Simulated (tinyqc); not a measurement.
# Resonant-tunnelling diode, transfer matrices and Tsu-Esaki current: effect of temperature at two biases

Emitter (band edge 0), barrier d1, well Lw, barrier d2, collector (edge -V). The bias drops linearly over these layers and none in the contacts; each layer is cut into ns equal slices, flat at the value of their centres. E is the energy of motion across the layers, C = hbar^2/(2 m0), psi and psi'/m are continuous. Transport is coherent, T(E) is taken as independent of the transverse momentum, and charge in the well is ignored.

The current at V = 0.267 V and at V = 0.409 V, Ef held fixed. For the pair (psi, psi'/m) a flat layer has M = [[cos kd, (m/k) sin kd], [-(k/m) sin kd, cos kd]] with k = sqrt(m (E - U)/C) above its edge U, and M = [[cosh Kd, (m/K) sinh Kd], [(K/m) sinh Kd, cosh Kd]] with K = sqrt(m (U - E)/C) below it. Later slices stand to the left. With M acting on (psi, psi'/m) and v = k/m in each lead, T(E) = 4 vL vR/[(vL vR M12 - M21)^2 + (vR M11 + vL M22)^2]. J = J0 times the integral over E > 0 of T(E) N(E), N = ln[(1 + exp((Ef - E)/Vt))/(1 + exp((Ef - V - E)/Vt))], J0 = q^2 mw m0 kB T/(2 pi^2 hbar^3) (times 1e-4 for A/cm^2 per eV). The integral is converged to the digits shown.

Inputs (values chosen for the exercise); masses and offsets of a made-up heterostructure: mass in the well, spacer and contacts mw = 0.25 m0; barrier height U1 = 0.61 eV; barrier mass m1 = 0.34 m0; emitter barrier d1 = 1.1 nm; well width Lw = 1.9 nm; collector barrier d2 = 1.1 nm; slices in each layer ns = 3; Fermi energy of both contacts above their band edges Ef = 0.055 eV.

Constants: q = 1.602176634e-19 C, kB = 1.380649e-23 J/K, hbar = 1.054571817e-34 J s, m0 = 9.1093837015e-31 kg, Vt = kB T/q, hbar^2/(2 m0) = 0.0380998212 eV nm^2. Results are converted to the units shown.

Effect of temperature at two biases:
```
T (K)  J at 0.267 V (kA/cm^2)  J at 0.409 V (kA/cm^2)  ratio
40                      344.5                   6.234  55.27
77                      346.1                   6.550  52.83
150                     358.6                   7.762  46.21
220                     383.4                   9.652  39.72
300                     421.6                   12.80  32.92
400                     477.6                   19.27  24.79
```

What does the table show?

The first current rises from 345 to 478 kA/cm^2, the second rises from 6.23 to 19.3 kA/cm^2, and their ratio falls from 55.3 to 24.8. Heat lifts electrons to energies where the barriers transmit more, which raises the second current by a far larger factor than the first.

tinyqc, about 0.2 s, one thread, Intel Xeon 2.30GHz (shared host): `OMP_NUM_THREADS=1 python tinyqc.py 2600002 2600003 out.jsonl`
